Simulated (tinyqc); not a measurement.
Inside a calculation. Model: molecular dynamics of a small cluster by velocity Verlet steps. Computed by tinyqc, a small Python program that keeps every step. Command: `OMP_NUM_THREADS=1 python tinyqc.py 3008055 3008056 out.jsonl verlet walk`. One thread of a shared host (Intel(R) Xeon(R) Processor @ 2.30GHz), about 0.2 s of CPU time with the checks. Intermediate numbers are printed to about 5 digits and carried at full precision; extremes and crossings named in words are read from the listed rows.

E = sum_(i<j) phi(r_ij), phi(r) = eps [exp(-2 alpha (r - r0)) - 2 exp(-alpha (r - r0))]; the force on i is -sum_j phi'(r_ij) (R_i - R_j)/r_ij.

Inputs (values chosen for the exercise, for model atoms): length r0 = 2.51 angstrom; well depth eps = 0.28 eV; stiffness alpha = 1.4 1/angstrom; atomic mass M = 195 u; time step dt = 20 fs; steps = 300; target temperature T0 = 500 K; coupling time tau = 500 fs.

Potential: Morse. Thermostat: Berendsen.

starting positions (angstrom), rows atom 1, atom 2, atom 3, atom 4, atom 5, atom 6, columns x, y, z:
$$\begin{pmatrix}
0.04 & -0.04 & 0.02 \\
2.49 & -0.08 & 0.02 \\
2.5 & 2.51 & 0.02 \\
-0.03 & 2.49 & 0.07 \\
1.21 & 1.3 & 1.77 \\
1.26 & 1.29 & -1.8
\end{pmatrix}$$

starting velocities (angstrom/fs), rows atom 1, atom 2, atom 3, atom 4, atom 5, atom 6, columns x, y, z:
$$\begin{pmatrix}
0.0007 & 0.00072 & 0.00077 \\
0.0001 & 0.00166 & -0.00076 \\
-0.00129 & -0.00096 & -0.00124 \\
-0.00172 & -0.00104 & 0.00082 \\
0.00041 & -6e-05 & -9e-05 \\
0.0018 & -0.00032 & 0.00051
\end{pmatrix}$$

Constants: 1 eV/(angstrom u) = 9.648533212e-03 angstrom/fs^2; k_B = 8.617333262e-05 eV/K.

## State at the start

Velocity Verlet: a = c F/M with c = 9.648533212e-3 angstrom/fs^2 per eV/(angstrom u); R(new) = R + v dt + a dt^2/2; v(new) = v + (a + a(new)) dt/2. Kinetic energy K = M v^2/(2c); temperature T = 2K/((3N - 3) k_B), rotation of the cluster included. After each step v is scaled by sqrt(1 + (dt/tau)(T0/T - 1)).

forces (eV/angstrom), rows atom 1, atom 2, atom 3, atom 4, atom 5, atom 6, columns x, y, z:
$$\begin{pmatrix}
0.04018 & 0.14348 & -0.04820 \\
-0.08269 & 0.23839 & -0.01015 \\
-0.11089 & -0.16776 & -0.02321 \\
0.08110 & -0.08359 & -0.13144 \\
0.08898 & -0.09580 & -0.06079 \\
-0.01668 & -0.03471 & 0.27378
\end{pmatrix}$$

potential energy = -3.6778 eV

kinetic energy = 0.17747 eV

temperature = 274.60 K

## Step 1

The formulas are those given above.

positions after step 1 (angstrom), rows atom 1, atom 2, atom 3, atom 4, atom 5, atom 6, columns x, y, z:
$$\begin{pmatrix}
0.0544 & -0.0242 & 0.0349 \\
2.4912 & -0.0444 & 0.0047 \\
2.4731 & 2.4891 & -0.0050 \\
-0.0636 & 2.4684 & 0.0851 \\
1.2191 & 1.2979 & 1.7676 \\
1.2958 & 1.2833 & -1.7871
\end{pmatrix}$$

new forces (eV/angstrom), rows atom 1, atom 2, atom 3, atom 4, atom 5, atom 6, columns x, y, z:
$$\begin{pmatrix}
0.01396 & 0.09377 & -0.07050 \\
-0.03583 & 0.15370 & 0.01769 \\
-0.07831 & -0.07831 & 0.02629 \\
0.10265 & -0.05650 & -0.14788 \\
0.09246 & -0.07768 & -0.02440 \\
-0.09493 & -0.03499 & 0.19880
\end{pmatrix}$$

velocities after step 1 (angstrom/fs), rows atom 1, atom 2, atom 3, atom 4, atom 5, atom 6, columns x, y, z:
$$\begin{pmatrix}
0.0007370 & 0.0008492 & 0.0007213 \\
0.0000419 & 0.0018801 & -0.0007669 \\
-0.0014031 & -0.0010970 & -0.0012559 \\
-0.0016520 & -0.0011249 & 0.0006914 \\
0.0005068 & -0.0001479 & -0.0001340 \\
0.0017693 & -0.0003595 & 0.0007543
\end{pmatrix}$$

total energy = -3.4954 eV

## Step 2

The formulas are those given above.

positions after step 2 (angstrom), rows atom 1, atom 2, atom 3, atom 4, atom 5, atom 6, columns x, y, z:
$$\begin{pmatrix}
0.0693 & -0.0063 & 0.0487 \\
2.4917 & -0.0053 & -0.0105 \\
2.4443 & 2.4664 & -0.0299 \\
-0.0956 & 2.4453 & 0.0975 \\
1.2301 & 1.2941 & 1.7647 \\
1.3303 & 1.2757 & -1.7700
\end{pmatrix}$$

new forces (eV/angstrom), rows atom 1, atom 2, atom 3, atom 4, atom 5, atom 6, columns x, y, z:
$$\begin{pmatrix}
-0.01646 & 0.02991 & -0.09198 \\
0.02605 & 0.03714 & 0.05750 \\
-0.03187 & 0.04778 & 0.09466 \\
0.11930 & -0.01887 & -0.15592 \\
0.09211 & -0.05453 & 0.01725 \\
-0.18914 & -0.04143 & 0.07849
\end{pmatrix}$$

velocities after step 2 (angstrom/fs), rows atom 1, atom 2, atom 3, atom 4, atom 5, atom 6, columns x, y, z:
$$\begin{pmatrix}
0.0007457 & 0.0009226 & 0.0006495 \\
0.0000376 & 0.0020011 & -0.0007395 \\
-0.0014772 & -0.0011270 & -0.0012122 \\
-0.0015629 & -0.0011779 & 0.0005484 \\
0.0006062 & -0.0002162 & -0.0001394 \\
0.0016507 & -0.0004026 & 0.0009035
\end{pmatrix}$$

total energy = -3.4906 eV

## Fastest vibration

Relax the cluster, diagonalise the Hessian (central differences): omega_max = sqrt(c lambda_max/M). Verlet steps are stable for omega_max dt < 2.

omega_max = 0.015700 1/fs

shortest period = 400.20 fs

omega_max dt = 0.31400

The step is 1/20.0 of the shortest period.

## The trajectory

Spread = largest minus smallest value. The test of the step is the spread (largest minus smallest) of the total energy over the run without thermostat, against the spread of K; the step passes below 5 %. The mean T is over the second half.

Course of the run (evenly spaced rows):
```
step  t (fs)   U (eV)   K (eV)  U + K (eV)   T (K)
0          0  -3.6778  0.17747     -3.5003  274.60
21       420  -3.5362  0.17558     -3.3607  271.67
42       840  -3.5552  0.26274     -3.2924  406.52
63      1260  -3.4600  0.22651     -3.2334  350.47
84      1680  -3.5715  0.33938     -3.2321  525.12
105     2100  -3.5672  0.34426     -3.2229  532.67
126     2520  -3.5169  0.32248     -3.1944  498.97
147     2940  -3.5044  0.30585     -3.1986  473.23
168     3360  -3.5043  0.28539     -3.2189  441.58
189     3780  -3.5318  0.29960     -3.2322  463.56
210     4200  -3.5291  0.32705     -3.2021  506.03
231     4620  -3.5214  0.29639     -3.2250  458.59
252     5040  -3.5111  0.28168     -3.2295  435.83
273     5460  -3.6075  0.37000     -3.2375  572.49
294     5880  -3.5252  0.31398     -3.2112  485.81
```

spread of the total energy = 0.0028738 eV

spread of the total over spread of K = 0.023099

mean temperature = 501.30 K

The total energy keeps within 2.3 % of the swings of K, so the step passes. With the thermostat the mean T is 501 K, against the target 500 K; the scaling adds or removes energy, so U + K is not conserved in the table.

## Energy conservation against the time step

Velocity Verlet: a = c F/M with c = 9.648533212e-3 angstrom/fs^2 per eV/(angstrom u); R(new) = R + v dt + a dt^2/2; v(new) = v + (a + a(new)) dt/2. Kinetic energy K = M v^2/(2c); temperature T = 2K/((3N - 3) k_B), rotation of the cluster included. Runs without thermostat over the same span of time, steps x dt; spread = largest minus smallest value. For contrast, the energy gained over the first 30 dt (dt of the inputs) by explicit Euler steps: R(new) = R + v dt, v(new) = v + a dt.

Energy error (eV):
```
dt (fs)  omega_max dt  Verlet, spread of U + K  Euler, gain in U + K
2.5           0.03925               4.6228e-05                0.0450
5.0           0.07850               1.8466e-04                0.1015
10.0          0.15700               7.4139e-04                0.2541
20.0          0.31400               2.8738e-03                0.7750
40.0          0.62801               1.2610e-02                2.2922
60.0          0.94201               3.3925e-02                6.8362
```

The Verlet error grows as dt^2.00 between the first rows, the second order of the method. Euler steps gain energy steadily: over that short span the gain in the first row is already 970 times the Verlet spread of the whole run, and it grows as dt^1.17, tending to the first order of that method as dt shrinks. Caution: where the Euler gain approaches or exceeds the binding energy the cluster has blown apart.

Checks made by the program: time reversal over 50 steps (relative difference below 1e-10).
